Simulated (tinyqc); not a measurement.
Worked calculation: RKS/exchange-only LDA in the 6-31g basis, for He, spin multiplicity 1. One step of it, computed by the program tinyqc.

Problem. Iteration 2: DIIS coefficients. Solve [B -1; -1 0][c; lambda] = [0; -1] for the coefficients, which sum to one.

B (overlaps of the stored error matrices):
```
                1               2
1   1.2501542e-02  -5.8231209e-04
2  -5.8231209e-04   2.7123643e-05
```

Give: DIIS coefficients.

Solution.

DIIS coefficients: 0.045  0.955
